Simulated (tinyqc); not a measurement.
Global model of a low-pressure process discharge: electron temperature, density, ion flux and ion energy: one step, computed by the program tinyqc.

Maxwellian electrons with temperature T_e in eV, one positive ion, no negative ions, uniform bulk density n; rate constants have the Arrhenius form.

Problem. Energy per pair and density. E_c = E_iz + (X0 exp(-E_ex/T_e) E_ex + K_el (3 m_0/M) T_e)/K_iz; wall potential V_s = (T_e/2) ln(M/(2 pi m_0)); E_T = E_c + 2 T_e + T_e/2 + V_s; n = P/(e u_B A_eff E_T); ion current density J = e h_L n u_B; ionised share n/n_g.

Inputs (values chosen for the exercise, of the order of those of an inductive discharge in a simple atomic gas): ion mass M = 32 u; ionisation energy E_iz = 15.4 eV; excitation prefactor X0 = 6.7e-15 m^3/s; excitation energy E_ex = 11.7 eV; elastic rate constant K_el = 1.5e-13 m^3/s; gas temperature T_g = 600 K; absorbed power P = 3000 W.

T_e = 2.695033 eV

K_iz = 7.257219e-17 m^3/s

Bohm velocity u_B = 2850.609 m/s

A_eff = 727.7557 cm^2

h_L = 0.2615236

gas density n_g = 2.897188e+20 1/m^3

Constants: m_0 = 9.1093837015e-31 kg; u = 1.6605390666e-27 kg; e = 1.602176634e-19 C.

Give: collisional loss per pair E_c; wall potential V_s; E_T; plasma density n; ion current density J; ionised share.

Solution.

collisional loss per pair E_c = 29.75 eV

wall potential V_s = 12.31 V

E_T = 48.80 eV

plasma density n = 1.850e+12 1/cm^3

ion current density J = 22.09 mA/cm^2

ionised share = 0.006384

Collisions take 61 % of the power and the walls the rest. T_e came from the particle balance alone; the power sets only n.
